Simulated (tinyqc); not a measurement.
Three regimes over temperature: precursor delivery and alloy composition in metal-organic vapour-phase epitaxy. Computed by tinyqc, a small Python program. Command: `OMP_NUM_THREADS=1 python tinyqc.py 3021282 3021283 out.jsonl movpe walk`. One thread of a shared host (Intel(R) Xeon(R) Processor @ 2.30GHz), about 0.01 s of CPU time with the checks.

Carrier gas leaves each bubbler saturated. Group-III species cross a boundary layer and react at the surface; element 2 can also desorb. The film is (1)_(1-x) (2)_x V with a zinc-blende cell.

Inputs (values chosen for the exercise, close to those used for InGaP from TEGa and TMIn): source 1: a in log10(p/torr) = a - b/T = 8.08; source 1: b = 2162 K; source 1: bath temperature = 23 C; source 1: carrier flow = 31 sccm; source 2: a = 10.52; source 2: b = 3014 K; source 2: bath temperature = 22 C; source 2: carrier flow = 41 sccm; bubbler pressure p_b = 600 torr; group-V hydride flow = 62 sccm; total flow = 7.2 slm; reactor pressure p = 75 torr; diffusivity D0 at 273.15 K and 760 torr = 0.31 cm^2/s; boundary layer delta = 1.4 cm; prefactor of the surface rate k_s = 5.4e+13 cm/s; energy of k_s = 1.8 eV; prefactor of the loss of element 2 = 7.9e+15 layers/s; energy of the loss = 3.12 eV; lattice constant a = 5.65 angstrom.

Constants: k_B = 1.380649e-23 J/K; k_B = 8.617333262e-05 eV/K.

Method:
- Temperatures in kelvin are T(C) + 273.15.
- Vapour pressure p_v = 10^(a - b/T); precursor flow = carrier flow x p_v/(p_b - p_v); 1 sccm = 44.615 micromol/min; V/III = hydride flow over the sum of both; gas share x_g = F2/(F1 + F2).
- Partial pressure p_i = p F_i/(44615 x total flow in slm); density n_i = p_i/(k_B T), 1 torr = 133.322 Pa; D = D0 (T/273.15)^1.75 (760/p), h = D/delta, the same for both; k_s = prefactor x exp(-energy/(k_B T)); arrival J_i = n_i/(1/h + 1/k_s); in layers per second g_i = J_i a^2/2 (two group-III sites per a^2 on (001)).
- Loss of element 2 is r x with r = prefactor x exp(-energy/(k_B T)). Then x = (g2 - r x)/(g1 + g2 - r x), or r x^2 - (g1 + g2 + r) x + g2 = 0, smaller root; growth rate G = g1/(1 - x) layers/s; one layer is a/2 thick, 1 angstrom/s = 0.36 um/h.

molar flows (micromol/min): F1 14.0190, F2 6.22058

gas share x_g = 0.307348

Growth:
```
T (C)       k_s/h  r (layers/s)        x  G (um/h)
450    1.2500e+00    1.4247e-06  0.30735    0.7016
500    7.2003e+00    3.6300e-05  0.30734    1.1659
550    3.3299e+01    6.2412e-04  0.30725    1.3509
600    1.2844e+02    7.7472e-03  0.30619    1.4410
650    4.2569e+02    7.3202e-02  0.29707    1.4910
700    1.2414e+03    5.4913e-01  0.24231    1.4413
750    3.2462e+03    3.3830e+00  0.10686    1.2702
800    7.7305e+03    1.7593e+01  0.02732    1.2090
850    1.6979e+04    7.8999e+01  0.00662    1.2250
```

G peaks at 650 C among these rows. Between the first rows the apparent energy is 0.49 eV, against 1.8 eV for k_s, as control is already mixed; Among these rows x stays within 2 % of x_g up to 600 C and then falls, to 0.0066 in the last row, as element 2 desorbs. Caution: in these rows, too, a is fixed and both precursors share one D and k_s.

Extremes, crossings and ranges named in words are read from the listed rows.
